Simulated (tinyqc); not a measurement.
Electron mobility in a silicon inversion layer, empirical terms and Matthiessen rule: effect of the charge at the interface.

Inversion layer of sheet density Ns on a uniformly doped body. The mobility terms are empirical power laws with prefactors chosen for the exercise; adding their inverses (Matthiessen) is itself an approximation.

ni = sqrt(Nc Nv) exp(-Eg/(2 Vt)), Eg in volts; Ndep = sqrt(2 eps0 eps_r Nb (2 Vt ln(Nb/ni) + Vsb)/q); E = q (Ndep + eta Ns)/(eps0 eps_r), in MV/cm. With t = T/(300 K): muC = Ac (Ns/1e12 cm^-2) t/(Nb/1e17 cm^-3 + Nit/1e11 cm^-2), muP = Ap E^(-1/3) t^(-1.75), muS = As E^(-gs); 1/mu is the sum of the inverses.

Inputs (values chosen for the exercise); material values close to those of silicon: temperature T = 250 K; band gap Eg = 1.1 eV; relative permittivity of the semiconductor eps_r = 11.8; conduction-band density of states at T Nc = 2.11e19 cm^-3; valence-band density of states at T Nv = 1.99e19 cm^-3; body doping Nb = 6.9e17 cm^-3; reverse body bias Vsb = 0 V; weight of the inversion charge in the effective field eta = 0.5; phonon-limited mobility at 1 MV/cm and 300 K Ap = 425 cm^2/(V s); roughness-limited mobility at 1 MV/cm As = 1250 cm^2/(V s); exponent of the roughness term gs = 2; Coulomb prefactor Ac = 4000 cm^2/(V s); inversion density Ns = 9.6e12 cm^-2.

Constants: q = 1.602176634e-19 C, kB = 1.380649e-23 J/K, Vt = kB T/q, eps0 = 8.8541878128e-14 F/cm where lengths are in cm. Results are converted to the units shown.

The same in every row: E (MV/cm) = 1.185; muP (cm^2/(V s)) = 552.5; muS (cm^2/(V s)) = 889.6.

Results:

| Nit (cm^-2) | muC (cm^2/(V s)) | mu (cm^2/(V s)) |
|---|---|---|
| 1e10 | 4571 | 317.2 |
| 3.2e10 | 4432 | 316.5 |
| 3.2e11 | 3168 | 307.7 |
| 1e12 | 1893 | 288.8 |
| 3.2e12 | 822.6 | 241.0 |
| 1e13 | 299.3 | 159.4 |

Estimate the missing row, Nit = 1e11 cm^-2.

Computed row:

| Nit (cm^-2) | muC (cm^2/(V s)) | mu (cm^2/(V s)) |
|---|---|---|
| 1e11 | 4051 | 314.4 |

With this row back in the table: As Nit goes from 1e10 to 1e13 cm^-2, E stays at 1.19 MV/cm and mu falls from 317 to 159 cm^2/(V s). The smallest term is the phonon one in the first row and the Coulomb one in the last.

Numbers from tinyqc (`OMP_NUM_THREADS=1 python tinyqc.py 2510095 2510096 out.jsonl`; about 0.01 s on one thread of a shared Intel Xeon 2.30GHz).
